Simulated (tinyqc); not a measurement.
Worked calculation: metal-induced gap states at the contact of a metal chain and a two-band chain. Values are carried at full precision from step to step, so a last printed digit may differ when a step is redone from the rounded ones.

The semiconductor alternates sites A at -Eg/2 and C at +Eg/2 with hopping -t; the gap runs from -Eg/2 to Eg/2. In the gap cosh(q a) = 1 + (Eg^2/4 - E^2)/(2 t^2) and the amplitude changes by -exp(-q a) a period. The metal has site energy 0 and hopping -tm; its end site has g_m = (E - i sqrt(4 tm^2 - E^2))/(2 tm^2). Sites 1, 2, ... count into the semiconductor, with energies e1, e2 alternating. The clean half chain has g1 = 1/(E - e1 - t^2 g2), g2 = 1/(E - e2 - t^2 g1), decaying root. With the contact G11 = 1/(1/g1 - tc^2 g_m), and the density on site j is -Im G_jj/pi = |psi_j/psi_1|^2 (-Im G11/pi), per spin, with psi_2/psi_1 = -t g2, psi_3/psi_2 = -t g1.

Constants: e^2/(4 pi eps0) = 14.39964547 eV angstrom.

Parameters, chosen for this exercise (gap and optical dielectric constant near those of Ge; the chain itself is a model; shifted at random, so the results belong to these values and not to a real crystal): Eg = 0.69 eV (gap); t = 2.93 eV (hopping in the semiconductor); a = 4 angstrom (period (two sites); one chain for each area a^2); E = 0.08 eV (energy from mid-gap); tm = 3.02 eV (hopping in the metal); tc = 1.59 eV (hopping across the contact); end = A (site that touches the metal); eps = 16.4 (dielectric constant).

## Decay in the gap

Form cosh(q a), l = exp(-q a), q and the decay length 1/(2q) of the density.

cosh(q a) = 1.00656
l = 0.89183
q = 0.02862 1/angstrom
xi, the decay length of the density = 17.471 angstrom

## Green functions

The decaying root is g1 = (1 - l)/(E - e1), g2 = (1 - l)/(E - e2), l = exp(-q a). Form them, g_m and G11.

g1, g2 (1/eV): [0.25451, -0.40817]

g_m = 0.00439-0.33110i 1/eV
G11 = 0.24409-0.05215i 1/eV

## Density site by site

D1 = -Im G11/pi, D2 = (t g2)^2 D1, and each further period multiplies by l^2. The sum over all sites is (D1 + D2)/(1 - l^2). The Green functions stand in the order g1, g2.

density on sites 1 to 8 (1/eV): [0.01660, 0.02374, 0.01320, 0.01888, 0.01050, 0.01502, 0.00835, 0.01195]

Ds, the density per spin summed over the semiconductor = 0.19713 1/eV

The first period holds 20 % of the gap states at this energy.

## Pinning factor

Gap states per area N = 2 Ds/a^2 (two spins). Charge in them sits a distance xi from the metal, so S = 1/(1 + 4 pi e^2 N xi/eps), e^2 meaning e^2/(4 pi eps0); S is the change of the barrier per change of the metal work function.

N = 2.464e+14 1/(eV cm^2)
4 pi e^2 N xi/eps = 4.7501
S = 0.1739

Strong pinning, near the Bardeen limit S = 0.

## Checks

- g1 from the closed form against decimation: both 0.254509.

Run: tinyqc, `OMP_NUM_THREADS=1 python tinyqc.py 1482163 1482164 out.jsonl`; Intel(R) Xeon(R) Processor @ 2.30GHz, one thread, shared host; about 0.01 s of CPU time with all checks.
